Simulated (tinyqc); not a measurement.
# Worked calculation: thin film between two gates, subbands and threshold shift from confinement

tinyqc, about 0.03 s, one thread, Intel Xeon 2.30GHz (shared host): `OMP_NUM_THREADS=1 python tinyqc.py 2350077 2350078 out.jsonl` Printed values are rounded.

Undoped body with a flat potential across it, hard walls, transport along x. One isotropic valley (g = 1, mx = my = mz = me). Non-parabolicity enters the subband edges through E (1 + al E) = gamma, so E = 2 gamma/(1 + sqrt(1 + 4 al gamma)); motion within a subband is taken as parabolic with the band-edge mass. Energies are counted from the bulk band edge.

Values chosen for this exercise; masses close to those of InAs:
```
symbol  value  unit                                                meaning
T         300     K                                            temperature
me      0.023    m0                                  mass at the band edge
al        2.9  1/eV                                       non-parabolicity
t         4.9    nm                               film thickness (along z)
dl        0.2    nm  widening of the box by penetration into the insulator
```

Constants: q = 1.602176634e-19 C, kB = 1.380649e-23 J/K, hbar = 1.054571817e-34 J s, m0 = 9.1093837015e-31 kg, Vt = kB T/q, hbar^2/(2 m0) = 0.0380998212 eV nm^2. Results are converted to the units shown.

Range of the model: Non-parabolicity also makes carriers heavier within each subband, which is left out, so densities of states are understated at high energy. Levels near or above 1 eV lie beyond real barriers and upper valleys; they are listed for the hard-wall model only.

## Lowest subbands

gamma = C (pi k/(t + dl))^2/mz, C = hbar^2/(2 m0). List the 3 lowest, labelled by quantum numbers, with degeneracy g and N_k: N_k = g sqrt(mx my) m0 kB T/(pi hbar^2).

```
subband,E_k (eV),g,N_k (cm^-2)
1,0.3240489,1,2.483815e11
2,0.7745399,1,2.483815e11
3,1.234876,1,2.483815e11
```

## Threshold shift

Each subband has N_k = g sqrt(mx my) m0 kB T/(pi hbar^2); without degeneracy n = exp(EF/Vt) sum N_k exp(-E_k/Vt). Classical value Nc times t, Nc = sum over valleys of 2 g (m m0 kB T/(2 pi hbar^2))^1.5 with m = (mx my mz)^(1/3). Threshold shift dVT = Vt ln(classical value/sum N_k exp(-E_k/Vt)). Use the subbands listed.

shares, subband 1 to 3 (%): [100.0000, 0.0000, 0.0000]
sum N_k exp(-E_k/Vt) = 8.939992e5 cm^-2
Nc = 8.753138e16 cm^-3
classical value = 4.289038e10 cm^-2
dVT = 278.6446 mV

With all subbands dVT = 278.6 mV. The lowest edge lies at 324 meV; dVT is smaller than that, since sum N_k exp(-(E_k - E_1)/Vt) exceeds the classical value.
